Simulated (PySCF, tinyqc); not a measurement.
Inside a calculation. Method: RHF in the sto-6g basis, for Li-, spin multiplicity 1. The basis has no diffuse functions, so it cannot describe the extra electron: this is an exercise in the method, not the real anion. This run ends on a higher stationary point, not on the lowest solution. The lowest restricted solution is unstable here: a spin-polarised one lies 0.0049 hartree lower (PySCF). Computed by tinyqc, a small Python program that keeps every step (integrals from PySCF). Settings: charge = -1, multiplicity = 1, basis = sto-6g, energy threshold = 1e-08, iteration cap = 87, orthogonalisation = symmetric, start = highest core orbitals, DIIS depth = 0, damping = 0.2, method = RHF. Command: `OMP_NUM_THREADS=1 python tinyqc.py 30002 30003 out.jsonl` (the two numbers bound the seeds that draw the settings). One thread of a shared host (Intel(R) Xeon(R) Processor @ 2.60GHz), about 0.05 s of CPU time with the checks. Later iterations appear only in the table of the cycle.

## One-electron integrals

Geometry (angstrom):
```
atom         x         y         z
Li    0.000000  0.000000  0.000000
```

Basis sto-6g: exponents (1/bohr^2) and contraction coefficients of normalised primitives:
```
element  l (shell)    exponent  coefficient
Li           s (1)  167.175846     0.009164
Li           s (1)   30.651508     0.049361
Li           s (1)    8.575187     0.168538
Li           s (1)    2.945808     0.370563
Li           s (1)    1.143944     0.416492
Li           s (1)    0.471139     0.130334
Li           s (2)    6.597564    -0.013253
Li           s (2)    1.305830    -0.046992
Li           s (2)    0.405851    -0.033785
Li           s (2)    0.156146     0.250242
Li           s (2)    0.067814     0.595117
Li           s (2)    0.031084     0.240706
Li           p (3)    6.597564     0.003760
Li           p (3)    1.305830     0.037679
Li           p (3)    0.405851     0.173897
Li           p (3)    0.156146     0.418036
Li           p (3)    0.067814     0.425860
Li           p (3)    0.031084     0.101708
```

Overlap, kinetic and nuclear-attraction integrals over the contracted functions; the nuclear repulsion is the sum of Za Zb / Rab.

nuclear repulsion = 0 hartree

overlap S:
```
           1Li 1s    1Li 2s   1Li 2px   1Li 2py   1Li 2pz
1Li 1s   1.000000  0.235742  0.000000  0.000000  0.000000
1Li 2s   0.235742  1.000000  0.000000  0.000000  0.000000
1Li 2px  0.000000  0.000000  1.000000  0.000000  0.000000
1Li 2py  0.000000  0.000000  0.000000  1.000000  0.000000
1Li 2pz  0.000000  0.000000  0.000000  0.000000  1.000000
```

kinetic energy T (hartree):
```
            1Li 1s     1Li 2s   1Li 2px   1Li 2py   1Li 2pz
1Li 1s    3.616742  -0.110723  0.000000  0.000000  0.000000
1Li 2s   -0.110723   0.106524  0.000000  0.000000  0.000000
1Li 2px   0.000000   0.000000  0.320007  0.000000  0.000000
1Li 2py   0.000000   0.000000  0.000000  0.320007  0.000000
1Li 2pz   0.000000   0.000000  0.000000  0.000000  0.320007
```

nuclear attraction V (hartree):
```
            1Li 1s     1Li 2s    1Li 2px    1Li 2py    1Li 2pz
1Li 1s   -8.067144  -0.828362   0.000000   0.000000   0.000000
1Li 2s   -0.828362  -1.200045   0.000000   0.000000   0.000000
1Li 2px   0.000000   0.000000  -1.199992   0.000000   0.000000
1Li 2py   0.000000   0.000000   0.000000  -1.199992   0.000000
1Li 2pz   0.000000   0.000000   0.000000   0.000000  -1.199992
```

core Hamiltonian H = T + V (hartree):
```
            1Li 1s     1Li 2s    1Li 2px    1Li 2py    1Li 2pz
1Li 1s   -4.450402  -0.939085   0.000000   0.000000   0.000000
1Li 2s   -0.939085  -1.093522   0.000000   0.000000   0.000000
1Li 2px   0.000000   0.000000  -0.879985   0.000000   0.000000
1Li 2py   0.000000   0.000000   0.000000  -0.879985   0.000000
1Li 2pz   0.000000   0.000000   0.000000   0.000000  -0.879985
```

## Two-electron integrals

Functions are numbered as in S; the eight-fold symmetry (ij|kl) = (ji|kl) = (kl|ij) leaves the list below.

Two-electron integrals (ij|kl) in chemists' order, unique and non-zero (hartree):
```
(11|11) 1.681247   (21|11) 0.242603   (21|21) 0.044507   (22|11) 0.397190
(22|21) 0.090279   (22|22) 0.290625   (31|31) 0.009437   (32|31) 0.014261
(32|32) 0.064236   (33|11) 0.397190   (33|21) 0.090279   (33|22) 0.290625
(33|33) 0.313125   (41|41) 0.009437   (42|41) 0.014261   (42|42) 0.064236
(43|43) 0.016875   (44|11) 0.397190   (44|21) 0.090279   (44|22) 0.290625
(44|33) 0.279374   (44|44) 0.313125   (51|51) 0.009437   (52|51) 0.014261
(52|52) 0.064236   (53|53) 0.016875   (54|54) 0.016875   (55|11) 0.397190
(55|21) 0.090279   (55|22) 0.290625   (55|33) 0.279374   (55|44) 0.279374
(55|55) 0.313125
```

## Orthogonalisation

S = U s U^T; symmetric (Loewdin) form X = U s^(-1/2) U^T, so that X^T S X = 1.

eigenvalues of S: 0.764258  1.000000  1.000000  1.000000  1.235742

X:
```
            1Li 1s     1Li 2s   1Li 2px   1Li 2py   1Li 2pz
1Li 1s    1.021726  -0.122153  0.000000  0.000000  0.000000
1Li 2s   -0.122153   1.021726  0.000000  0.000000  0.000000
1Li 2px   0.000000   0.000000  1.000000  0.000000  0.000000
1Li 2py   0.000000   0.000000  0.000000  1.000000  0.000000
1Li 2pz   0.000000   0.000000  0.000000  0.000000  1.000000
```

## Starting guess

The start is the highest orbitals of the core Hamiltonian (a deliberately bad start); D = 2 C_occ C_occ^T.

D at the start:
```
           1Li 1s    1Li 2s   1Li 2px   1Li 2py   1Li 2pz
1Li 1s   0.000000  0.000000  0.000000  0.000000  0.000000
1Li 2s   0.000000  0.000000  0.000000  0.000000  0.000000
1Li 2px  0.000000  0.000000  0.000000  0.000000  0.000000
1Li 2py  0.000000  0.000000  0.000000  2.000000  0.000000
1Li 2pz  0.000000  0.000000  0.000000  0.000000  2.000000
```

## Iteration 1: building the Fock matrix

J_ij = sum D_kl (ij|kl), K_ij = sum D_kl (ik|jl); F = H + J - 0.5 K; E = tr D H + tr D J / 2 - 0.25 tr D K + E_nn.

Coulomb J (hartree):
```
           1Li 1s    1Li 2s   1Li 2px   1Li 2py   1Li 2pz
1Li 1s   1.588761  0.361117  0.000000  0.000000  0.000000
1Li 2s   0.361117  1.162499  0.000000  0.000000  0.000000
1Li 2px  0.000000  0.000000  1.117498  0.000000  0.000000
1Li 2py  0.000000  0.000000  0.000000  1.184998  0.000000
1Li 2pz  0.000000  0.000000  0.000000  0.000000  1.184998
```

exchange K (hartree):
```
           1Li 1s    1Li 2s   1Li 2px   1Li 2py   1Li 2pz
1Li 1s   0.037748  0.057046  0.000000  0.000000  0.000000
1Li 2s   0.057046  0.256945  0.000000  0.000000  0.000000
1Li 2px  0.000000  0.000000  0.067500  0.000000  0.000000
1Li 2py  0.000000  0.000000  0.000000  0.659999  0.000000
1Li 2pz  0.000000  0.000000  0.000000  0.000000  0.659999
```

Fock matrix F (hartree):
```
            1Li 1s     1Li 2s   1Li 2px    1Li 2py    1Li 2pz
1Li 1s   -2.880514  -0.606491  0.000000   0.000000   0.000000
1Li 2s   -0.606491  -0.059495  0.000000   0.000000   0.000000
1Li 2px   0.000000   0.000000  0.203763   0.000000   0.000000
1Li 2py   0.000000   0.000000  0.000000  -0.024987   0.000000
1Li 2pz   0.000000   0.000000  0.000000   0.000000  -0.024987
```

total energy of this density = -1.80994294 hartree

This density is the starting one.

## Iteration 1: diagonalisation and new density

Diagonalise F' = X^T F X, C = X C', fill 2 alpha and 2 beta electrons from the bottom; D = 2 C_occ C_occ^T; the new density keeps 0.2 of the old one (damping). Each column has its largest component positive (the first on a tie).

F' = X^T F X (hartree):
```
           1          2         3          4          5
1  -2.856535  -0.275245  0.000000   0.000000   0.000000
2  -0.275245   0.046299  0.000000   0.000000   0.000000
3   0.000000   0.000000  0.203763   0.000000   0.000000
4   0.000000   0.000000  0.000000  -0.024987   0.000000
5   0.000000   0.000000  0.000000   0.000000  -0.024987
```

orbital energies (hartree): MO1 -2.882403, MO2 -0.024987, MO3 -0.024987, MO4 0.072167, MO5 0.203763

coefficients C:
```
               MO1       MO2       MO3        MO4       MO5
1Li 1s    1.005813  0.000000  0.000000  -0.217220  0.000000
1Li 2s   -0.026015  0.000000  0.000000   1.028673  0.000000
1Li 2px   0.000000  0.000000  0.000000   0.000000  1.000000
1Li 2py   0.000000  1.000000  0.000000   0.000000  0.000000
1Li 2pz   0.000000  0.000000  1.000000   0.000000  0.000000
```

D after iteration 1:
```
            1Li 1s     1Li 2s   1Li 2px   1Li 2py   1Li 2pz
1Li 1s    1.618656  -0.041866  0.000000  0.000000  0.000000
1Li 2s   -0.041866   0.001083  0.000000  0.000000  0.000000
1Li 2px   0.000000   0.000000  0.000000  0.000000  0.000000
1Li 2py   0.000000   0.000000  0.000000  2.000000  0.000000
1Li 2pz   0.000000   0.000000  0.000000  0.000000  0.400000
```

Within a degenerate level the vectors are fixed only up to a rotation; this is one choice.

## Iteration 2: building the Fock matrix

As before.

Coulomb J (hartree):
```
           1Li 1s    1Li 2s   1Li 2px   1Li 2py   1Li 2pz
1Li 1s   3.654734  0.605731  0.000000  0.000000  0.000000
1Li 2s   0.605731  1.333168  0.000000  0.000000  0.000000
1Li 2px  0.000000  0.000000  1.306169  0.000000  0.000000
1Li 2py  0.000000  0.000000  0.000000  1.373669  0.000000
1Li 2pz  0.000000  0.000000  0.000000  0.000000  1.319669
```

exchange K (hartree):
```
           1Li 1s    1Li 2s   1Li 2px   1Li 2py   1Li 2pz
1Li 1s   2.723744  0.408523  0.000000  0.000000  0.000000
1Li 2s   0.408523  0.218965  0.000000  0.000000  0.000000
1Li 2px  0.000000  0.000000  0.054651  0.000000  0.000000
1Li 2py  0.000000  0.000000  0.000000  0.647150  0.000000
1Li 2pz  0.000000  0.000000  0.000000  0.000000  0.173151
```

Fock matrix F (hartree):
```
            1Li 1s     1Li 2s   1Li 2px   1Li 2py   1Li 2pz
1Li 1s   -2.157540  -0.537615  0.000000  0.000000  0.000000
1Li 2s   -0.537615   0.130164  0.000000  0.000000  0.000000
1Li 2px   0.000000   0.000000  0.398859  0.000000  0.000000
1Li 2py   0.000000   0.000000  0.000000  0.170109  0.000000
1Li 2pz   0.000000   0.000000  0.000000  0.000000  0.353109
```

total energy of this density = -6.10194222 hartree

This density is a damped mixture and is not idempotent.

## Iteration 2: diagonalisation and new density

As before.

F' = X^T F X (hartree):
```
           1          2         3         4         5
1  -2.116167  -0.316220  0.000000  0.000000  0.000000
2  -0.316220   0.237884  0.000000  0.000000  0.000000
3   0.000000   0.000000  0.398859  0.000000  0.000000
4   0.000000   0.000000  0.000000  0.170109  0.000000
5   0.000000   0.000000  0.000000  0.000000  0.353109
```

orbital energies (hartree): MO1 -2.157905, MO2 0.170109, MO3 0.279622, MO4 0.353109, MO5 0.398859

coefficients C:
```
              MO1       MO2        MO3       MO4       MO5
1Li 1s   0.996956  0.000000  -0.254801  0.000000  0.000000
1Li 2s   0.012595  0.000000   1.028925  0.000000  0.000000
1Li 2px  0.000000  0.000000   0.000000  0.000000  1.000000
1Li 2py  0.000000  1.000000   0.000000  0.000000  0.000000
1Li 2pz  0.000000  0.000000   0.000000  1.000000  0.000000
```

D after iteration 2:
```
           1Li 1s    1Li 2s   1Li 2px   1Li 2py   1Li 2pz
1Li 1s   1.914005  0.011717  0.000000  0.000000  0.000000
1Li 2s   0.011717  0.000470  0.000000  0.000000  0.000000
1Li 2px  0.000000  0.000000  0.000000  0.000000  0.000000
1Li 2py  0.000000  0.000000  0.000000  2.000000  0.000000
1Li 2pz  0.000000  0.000000  0.000000  0.000000  0.080000
```

## Iteration 3: building the Fock matrix

As before.

Coulomb J (hartree):
```
           1Li 1s    1Li 2s   1Li 2px   1Li 2py   1Li 2pz
1Li 1s   4.049943  0.653209  0.000000  0.000000  0.000000
1Li 2s   0.653209  1.366975  0.000000  0.000000  0.000000
1Li 2px  0.000000  0.000000  1.343576  0.000000  0.000000
1Li 2py  0.000000  0.000000  0.000000  1.411076  0.000000
1Li 2pz  0.000000  0.000000  0.000000  0.000000  1.346276
```

exchange K (hartree):
```
           1Li 1s    1Li 2s   1Li 2px   1Li 2py   1Li 2pz
1Li 1s   3.243250  0.499224  0.000000  0.000000  0.000000
1Li 2s   0.499224  0.221051  0.000000  0.000000  0.000000
1Li 2px  0.000000  0.000000  0.053527  0.000000  0.000000
1Li 2py  0.000000  0.000000  0.000000  0.646026  0.000000
1Li 2pz  0.000000  0.000000  0.000000  0.000000  0.077227
```

Fock matrix F (hartree):
```
            1Li 1s     1Li 2s   1Li 2px   1Li 2py   1Li 2pz
1Li 1s   -2.022084  -0.535488  0.000000  0.000000  0.000000
1Li 2s   -0.535488   0.162928  0.000000  0.000000  0.000000
1Li 2px   0.000000   0.000000  0.436827  0.000000  0.000000
1Li 2py   0.000000   0.000000  0.000000  0.208078  0.000000
1Li 2pz   0.000000   0.000000  0.000000  0.000000  0.427677
```

total energy of this density = -6.90168145 hartree

This density is a damped mixture and is not idempotent.

## Iteration 3: diagonalisation and new density

As before.

F' = X^T F X (hartree):
```
           1          2         3         4         5
1  -1.974804  -0.334963  0.000000  0.000000  0.000000
2  -0.334963   0.273577  0.000000  0.000000  0.000000
3   0.000000   0.000000  0.436827  0.000000  0.000000
4   0.000000   0.000000  0.000000  0.208078  0.000000
5   0.000000   0.000000  0.000000  0.000000  0.427677
```

orbital energies (hartree): MO1 -2.023645, MO2 0.208078, MO3 0.322419, MO4 0.427677, MO5 0.436827

coefficients C:
```
              MO1       MO2        MO3       MO4       MO5
1Li 1s   0.993409  0.000000  -0.268296  0.000000  0.000000
1Li 2s   0.026546  0.000000   1.028659  0.000000  0.000000
1Li 2px  0.000000  0.000000   0.000000  0.000000  1.000000
1Li 2py  0.000000  1.000000   0.000000  0.000000  0.000000
1Li 2pz  0.000000  0.000000   0.000000  1.000000  0.000000
```

D after iteration 3:
```
           1Li 1s    1Li 2s   1Li 2px   1Li 2py   1Li 2pz
1Li 1s   1.961780  0.044537  0.000000  0.000000  0.000000
1Li 2s   0.044537  0.001222  0.000000  0.000000  0.000000
1Li 2px  0.000000  0.000000  0.000000  0.000000  0.000000
1Li 2py  0.000000  0.000000  0.000000  2.000000  0.000000
1Li 2pz  0.000000  0.000000  0.000000  0.000000  0.016000
```

## Iteration 4: building the Fock matrix

As before.

Coulomb J (hartree):
```
           1Li 1s    1Li 2s   1Li 2px   1Li 2py   1Li 2pz
1Li 1s   4.121067  0.662011  0.000000  0.000000  0.000000
1Li 2s   0.662011  1.373495  0.000000  0.000000  0.000000
1Li 2px  0.000000  0.000000  1.350816  0.000000  0.000000
1Li 2py  0.000000  0.000000  0.000000  1.418316  0.000000
1Li 2pz  0.000000  0.000000  0.000000  0.000000  1.351356
```

exchange K (hartree):
```
           1Li 1s    1Li 2s   1Li 2px   1Li 2py   1Li 2pz
1Li 1s   3.338925  0.524466  0.000000  0.000000  0.000000
1Li 2s   0.524466  0.225210  0.000000  0.000000  0.000000
1Li 2px  0.000000  0.000000  0.053882  0.000000  0.000000
1Li 2py  0.000000  0.000000  0.000000  0.646381  0.000000
1Li 2pz  0.000000  0.000000  0.000000  0.000000  0.058622
```

Fock matrix F (hartree):
```
            1Li 1s     1Li 2s   1Li 2px   1Li 2py   1Li 2pz
1Li 1s   -1.998798  -0.539307  0.000000  0.000000  0.000000
1Li 2s   -0.539307   0.167368  0.000000  0.000000  0.000000
1Li 2px   0.000000   0.000000  0.443890  0.000000  0.000000
1Li 2py   0.000000   0.000000  0.000000  0.215140  0.000000
1Li 2pz   0.000000   0.000000  0.000000  0.000000  0.442060
```

total energy of this density = -7.06071189 hartree

This density is a damped mixture and is not idempotent.

## Iteration 4: diagonalisation and new density

As before.

F' = X^T F X (hartree):
```
           1          2         3         4         5
1  -1.949475  -0.342467  0.000000  0.000000  0.000000
2  -0.342467   0.279513  0.000000  0.000000  0.000000
3   0.000000   0.000000  0.443890  0.000000  0.000000
4   0.000000   0.000000  0.000000  0.215140  0.000000
5   0.000000   0.000000  0.000000  0.000000  0.442060
```

orbital energies (hartree): MO1 -2.000906, MO2 0.215140, MO3 0.330944, MO4 0.442060, MO5 0.443890

coefficients C:
```
              MO1       MO2        MO3       MO4       MO5
1Li 1s   0.992254  0.000000  -0.272537  0.000000  0.000000
1Li 2s   0.030940  0.000000   1.028537  0.000000  0.000000
1Li 2px  0.000000  0.000000   0.000000  0.000000  1.000000
1Li 2py  0.000000  1.000000   0.000000  0.000000  0.000000
1Li 2pz  0.000000  0.000000   0.000000  1.000000  0.000000
```

D after iteration 4:
```
           1Li 1s    1Li 2s   1Li 2px   1Li 2py   1Li 2pz
1Li 1s   1.967665  0.058027  0.000000  0.000000  0.000000
1Li 2s   0.058027  0.001776  0.000000  0.000000  0.000000
1Li 2px  0.000000  0.000000  0.000000  0.000000  0.000000
1Li 2py  0.000000  0.000000  0.000000  2.000000  0.000000
1Li 2pz  0.000000  0.000000  0.000000  0.000000  0.003200
```

## Iteration 15 (converged): orbitals

converged F (hartree):
```
            1Li 1s     1Li 2s   1Li 2px   1Li 2py   1Li 2pz
1Li 1s   -1.995241  -0.542674  0.000000  0.000000  0.000000
1Li 2s   -0.542674   0.167228  0.000000  0.000000  0.000000
1Li 2px   0.000000   0.000000  0.445321  0.000000  0.000000
1Li 2py   0.000000   0.000000  0.000000  0.216572  0.000000
1Li 2pz   0.000000   0.000000  0.000000  0.000000  0.445321
```

Diagonalise F' = X^T F X, C = X C', fill 2 alpha and 2 beta electrons from the bottom; D = 2 C_occ C_occ^T. Each column has its largest component positive (the first on a tie).

F' = X^T F X (hartree):
```
           1          2         3         4         5
1  -1.944924  -0.346458  0.000000  0.000000  0.000000
2  -0.346458   0.280260  0.000000  0.000000  0.000000
3   0.000000   0.000000  0.445321  0.000000  0.000000
4   0.000000   0.000000  0.000000  0.216572  0.000000
5   0.000000   0.000000  0.000000  0.000000  0.445321
```

orbital energies (hartree): MO1 -1.997619, MO2 0.216572, MO3 0.332955, MO4 0.445321, MO5 0.445321

coefficients C:
```
              MO1       MO2        MO3       MO4       MO5
1Li 1s   0.991741  0.000000  -0.274399  0.000000  0.000000
1Li 2s   0.032870  0.000000   1.028477  0.000000  0.000000
1Li 2px  0.000000  0.000000   0.000000  0.000000  1.000000
1Li 2py  0.000000  1.000000   0.000000  0.000000  0.000000
1Li 2pz  0.000000  0.000000   0.000000  1.000000  0.000000
```

D after iteration 15:
```
           1Li 1s    1Li 2s   1Li 2px   1Li 2py   1Li 2pz
1Li 1s   1.967100  0.065196  0.000000  0.000000  0.000000
1Li 2s   0.065196  0.002161  0.000000  0.000000  0.000000
1Li 2px  0.000000  0.000000  0.000000  0.000000  0.000000
1Li 2py  0.000000  0.000000  0.000000  2.000000  0.000000
1Li 2pz  0.000000  0.000000  0.000000  0.000000  0.000000
```

Within a degenerate level the vectors are fixed only up to a rotation; this is one choice.

## Convergence

Stop when the energy changes by less than 1e-08 hartree and every element of the error matrix X^T (F D S - S D F) X is below 3e-05.

Course of the cycle:
```
iteration  E (hartree)     change  largest element of the error matrix
1          -1.80994294          -                             0.000000
2          -6.10194222  -4.29e+00                             1.46e-01
3          -6.90168145  -8.00e-01                             8.92e-02
4          -7.06071189  -1.59e-01                             3.75e-02
5          -7.09262713  -3.19e-02                             1.36e-02
6          -7.09902828  -6.40e-03                             4.56e-03
7          -7.10031050  -1.28e-03                             1.48e-03
8          -7.10056714  -2.57e-04                             4.66e-04
9          -7.10061849  -5.13e-05                             1.45e-04
10         -7.10062876  -1.03e-05                             4.47e-05
11         -7.10063082  -2.05e-06                             1.37e-05
12         -7.10063123  -4.11e-07                             4.20e-06
13         -7.10063131  -8.22e-08                             1.28e-06
14         -7.10063133  -1.64e-08                             3.90e-07
15         -7.10063133  -3.29e-09                             1.19e-07
```

PySCF RHF in the same basis = -7.29524605 hartree

Converged in 15 iterations. But the solution lies 0.19461 hartree above the reference: it is another stationary point, not the lowest restricted one. Reruns (cap 100 unless said): DIIS 8: converged in 16 to a higher stationary point; damping 0.5: converged in 30 to a higher stationary point; level shift 0.5: converged in 10 to a higher stationary point; atomic densities as start, DIIS 8: converged in 3.

## Populations

Mulliken: Z minus the diagonal of D S on the atom; Loewdin: the same with S^(1/2) D S^(1/2).

Charges (e):
```
atom   Mulliken    Loewdin
1Li   -1.000000  -1.000000
```
